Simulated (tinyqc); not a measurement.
Six-transistor SRAM cell, nodal equations and margins: one step of the calculation.

Two cross-coupled inverters (pull-down bn, pull-up bp) hold the nodes Q and QB; access transistors (ba, threshold VTn, gate on the word line at Vdd when selected) join them to the bit lines. Transistor (EKV form, voltages against the body): I = 2 n b Vt^2 [F(vp - Vs) - F(vp - Vd)] from drain to source, F(v) = ln^2(1 + exp(v/(2 Vt))), vp = (Vg - VT + sg |Vd - Vs|)/n. n-channel bodies are at 0; for the p-channel device all voltages are counted down from Vdd. b in uA/V^2 gives I in uA. For an access transistor the bit line is the drain and the node the source. In a read both bit lines are at Vdd. The cell is symmetric (no mismatch).

Question. The largest square in the read butterfly. f(x) is the node voltage of one half-cell in a read for input x (In - Ip - Ia = 0). Static noise margin: side of the largest square between the curve (x, f(x)) and its mirror image (f(y), y); with h(c) the root x of f(x) - x = c, it is the maximum over c > 0 of h(c) - h(-c) + c.

Values chosen for this exercise: temperature T = 325 K; supply voltage Vdd = 0.6 V; slope factor n = 1.17; drain-induced barrier lowering sg = 0.111; n-channel threshold VTn = 0.36 V; p-channel threshold (magnitude) VTp = 0.34 V; gain factor of the pull-down transistor bn = 180 uA/V^2; gain factor of the access transistor ba = 150 uA/V^2; gain factor of the pull-up transistor bp = 51 uA/V^2.

Constants: q = 1.602176634e-19 C, kB = 1.380649e-23 J/K, Vt = kB T/q. Results are converted to the units shown.

c, point 0 to 6 (V): 0.099  0.17  0.23  0.28  0.33  0.36  0.4

Wanted: h(c); h(-c); side.

Answer.

```
point	h(c) (V)	h(-c) (V)	side (V)
0	0.27507	0.33529	0.03878
1	0.26745	0.37415	0.06330
2	0.26076	0.40821	0.08255
3	0.25322	0.43699	0.09623
4	0.23942	0.46647	0.10296
5	0.22481	0.48482	0.09999
6	0.19564	0.51054	0.08510
```

The maximum over c is 103.0 mV, the read margin; with the word line off (no Ia) the same construction gives 227.5 mV.

Program tinyqc, `OMP_NUM_THREADS=1 python tinyqc.py 2340116 2340117 out.jsonl`; Intel Xeon 2.30GHz, shared host, one thread, about 0.2 s.
